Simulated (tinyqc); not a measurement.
## Threshold-voltage variability of a planar MOSFET, analytic estimates: scaling length and width together

Three independent sources add in quadrature: random dopants in the depleted layer, metal-gate grains of two orientations, and roughness of the two gate edges acting through the roll-off VT = VT(long) - Vr exp(-L/l). These are first-order estimates: no three-dimensional electrostatics, no percolation.

ni = sqrt(Nc Nv) exp(-Eg/(2 Vt)), Eg in volts; Cox = 3.9 eps0/ti; Wd = sqrt(4 eps0 eps_r Vt ln(Na/ni)/(q Na)); dopants: s1 = (q/Cox) sqrt(Na Wd/(3 L W)). Grains: Ng = L W/G^2 (at least 1), s2 = dW sqrt(p (1 - p)/Ng). Edges, with exponential correlation and u = W/La: the mean gate length has sL^2 = 2 De^2 (2/u)[1 - (1 - exp(-u))/u]; s3 = sL (Vr/l) exp(-L/l). s = sqrt(s1^2 + s2^2 + s3^2). l and Vr are held fixed. W = 4.55 L in every row; l is held fixed.

Inputs (values chosen for the exercise); material values close to those of silicon: temperature T = 300 K; band gap Eg = 1.13 eV; relative permittivity of the semiconductor eps_r = 11.6; conduction-band density of states at T Nc = 2.78e19 cm^-3; valence-band density of states at T Nv = 2.69e19 cm^-3; channel doping Na = 2.5e18 cm^-3; oxide-equivalent thickness in inversion ti = 1.9 nm; metal grain size G = 4 nm; work-function difference of the two grain orientations dW = 0.15 eV; share of the orientation of higher work function p = 0.6; rms roughness of one gate edge De = 2 nm; correlation length of the roughness La = 15 nm; decay length of the threshold roll-off l = 4.6 nm; prefactor of the roll-off Vr = 1 V.

Constants: q = 1.602176634e-19 C, kB = 1.380649e-23 J/K, Vt = kB T/q, eps0 = 8.8541878128e-14 F/cm where lengths are in cm. Results are converted to the units shown.

Results:

| L (nm) | s1 (mV) | s2 (mV) | s3 (mV) | s (mV) | s sqrt(L W) (mV um) |
|---|---|---|---|---|---|
| 13 | 43.74 | 10.60 | 22.49 | 50.31 | 1.395 |
| 16 | 35.54 | 8.613 | 10.87 | 38.15 | 1.302 |
| 20 | 28.43 | 6.890 | 4.174 | 29.55 | 1.261 |
| 24 | 23.69 | 5.742 | 1.623 | 24.43 | 1.251 |
| 29 | 19.61 | 4.752 | 0.5047 | 20.18 | 1.248 |
| 44 | 12.92 | 3.132 | 0.01605 | 13.30 | 1.248 |

Estimate the missing row, L = 36 nm.

Computed row:

| L (nm) | s1 (mV) | s2 (mV) | s3 (mV) | s (mV) | s sqrt(L W) (mV um) |
|---|---|---|---|---|---|
| 36 | 15.80 | 3.828 | 0.1001 | 16.25 | 1.248 |

With this row back in the table: As L goes from 13 to 44 nm, s falls from 50.3 to 13.3 mV. The dopants are the largest source in the first and the last row. The product s sqrt(L W) falls from 1.40 to 1.25 mV um: s1 and s2 go as 1/sqrt(L W), so the change comes from s3 alone. For L = 13 to 20 nm the depletion depth exceeds L, so source and drain share much of the charge and s1 is rough.

Program tinyqc, `OMP_NUM_THREADS=1 python tinyqc.py 2090007 2090008 out.jsonl`; Intel Xeon 2.30GHz, shared host, one thread, about 0.01 s.
